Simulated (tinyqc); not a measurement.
## Yield against design margin

Cells fail independently with probability Q(k) = erfc(k/sqrt(2))/2 when the margin is k standard deviations, and Y = exp(-Nb Q(k)). phi = exp(-k^2/2)/sqrt(2 pi).  k = margin/s(dVT). With one spare that repairs any one cell, Y1 = exp(-x)(1 + x), x = Nb Q(k).

Inputs (values chosen for the exercise):
- Nb = 65536 (number of cells)

s(dVT) = 64.4 mV

Result of one run:
```
M (mV)       k        Q(k)  expected failures x        Y      Y1
403     6.2578  1.9527e-10            1.2797e-5  0.99999  1.0000
```

What becomes of these results when the margin M is changed from 403 to 360 mV, all else the same?

Result of the changed run:
```
M (mV)       k       Q(k)  expected failures x        Y      Y1
360     5.5901  1.1349e-8            7.4380e-4  0.99926  1.0000
```

The whole series:
```
M (mV)       k        Q(k)  expected failures x        Y       Y1
288     4.4720   3.8737e-6              0.25386  0.77580  0.97274
310     4.8137   7.4094e-7             0.048558  0.95260  0.99886
324     5.0311   2.4389e-7             0.015984  0.98414  0.99987
338     5.2484   7.6693e-8            0.0050262  0.99499  0.99999
360     5.5901   1.1349e-8            7.4380e-4  0.99926   1.0000
382     5.9317   1.4993e-9            9.8257e-5  0.99990   1.0000
403     6.2578  1.9527e-10            1.2797e-5  0.99999   1.0000
432     6.7081  9.8605e-12            6.4622e-7   1.0000   1.0000
```

Over a change of the margin from 288 to 432 mV, k goes from 4.47 to 6.71, the expected failures fall by 5.6 decades and the yield goes from 0.776 to 1.000. The spare helps most at M = 288 mV among the rows, where it lifts the yield from 0.776 to 0.973.

Numbers from tinyqc (`OMP_NUM_THREADS=1 python tinyqc.py 2090064 2090065 out.jsonl`; about 0.01 s on one thread of a shared Intel Xeon 2.30GHz).
